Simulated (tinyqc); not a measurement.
Tight binding, honeycomb lattice, step by step. Computed by tinyqc, a small Python program that keeps every step. Settings: t1 = 1.98, t2 = 0.04, phi = 0, delta = 0, points = 6. Command: `OMP_NUM_THREADS=1 python tinyqc.py 21084 21085 out.jsonl` (the two numbers bound the seeds that draw the settings). One thread of a shared host (Intel(R) Xeon(R) Processor @ 2.60GHz), about 0.01 s of CPU time with the checks.

## Bloch Hamiltonian at k

Parameters chosen for this model:
```
parameter,value,unit
t1,1.980000,"eV, nearest"
t2,0.040000,"eV, second neighbours"
phi,0,"rad, phase of t2 (Haldane)"
delta,0,"eV, +/- on A and B"
```

k point k (fractions of the reciprocal vectors): 0.490000  -0.380000

H_AB = -t1 (1 + exp(-i k.a1) + exp(-i k.a2)); H_AA = delta - 2 t2 sum cos(k.b + phi), H_BB = -delta - 2 t2 sum cos(k.b - phi), b = a1, a2 - a1, -a2.

H(k) at k (eV):
```
,A,B
A,0.083396,1.439451-1.231078i
B,1.439451+1.231078i,0.083396
```

## Levels at k

Diagonalise the Hermitian matrix.

eigenvalues (eV): -1.810693  1.977484

weights |c|^2 of the basis functions:
```
,band 1,band 2
A,0.500000,0.500000
B,0.500000,0.500000
```

## Bloch Hamiltonian at K

k point K (fractions of the reciprocal vectors): 0.333333  0.666667

As before.

H(k) at K (eV):
```
,A,B
A,0.120000,0.000000
B,0.000000,0.120000
```

## Levels at K

As before.

eigenvalues (eV): 0.120000  0.120000

## Bands along a path

The same steps at evenly spaced points between the labelled ones.

Bands along the path (eV):
```
k,band 1,band 2
G,-6.180000,5.700000
G-K 0.20,-5.797338,5.397942
G-K 0.40,-4.728456,4.531059
G-K 0.60,-3.188429,3.218986
G-K 0.80,-1.471091,1.661044
K,0.120000,0.120000
K-M 0.20,-0.554334,0.785180
K-M 0.40,-1.118986,1.328429
K-M 0.60,-1.545003,1.730277
K-M 0.80,-1.810045,1.976884
M,-1.900000,2.060000
M-K' 0.20,-1.810045,1.976884
M-K' 0.40,-1.545003,1.730277
M-K' 0.60,-1.118986,1.328429
M-K' 0.80,-0.554334,0.785180
K',0.120000,0.120000
```

With 1 band(s) filled, the highest filled level on these points lies at K and the lowest empty one at K: the bands touch or overlap, so there is no gap.
